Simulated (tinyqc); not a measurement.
# Junction parameters from two forward currents

Question. D(v) = J1 (exp(v/Vt) - 1) + J2 (exp(v/(2 Vt)) - 1). Find J1, J2 and the voltage 2 Vt ln(J2/J1) near which both parts are equal.

Inputs (values chosen for the exercise):

| symbol | value | unit | meaning |
|---|---|---|---|
| T | 398 | K | temperature |

Constants: q = 1.602176634e-19 C, kB = 1.380649e-23 J/K, Vt = kB T/q. Results are converted to the units shown.

junction voltages (V): 0.32  0.66
currents (uA/um): 1.6194060e-7  1.0689488e-4

Solution. The current is linear in J1 and J2, so two points give two equations.

J1 = 3.70e-13 uA/um
J2 = 1.50e-9 uA/um
crossover = 0.570 V

Numbers from tinyqc (`OMP_NUM_THREADS=1 python tinyqc.py 2182031 2182032 out.jsonl`; about 0.2 s on one thread of a shared Intel Xeon 2.30GHz).
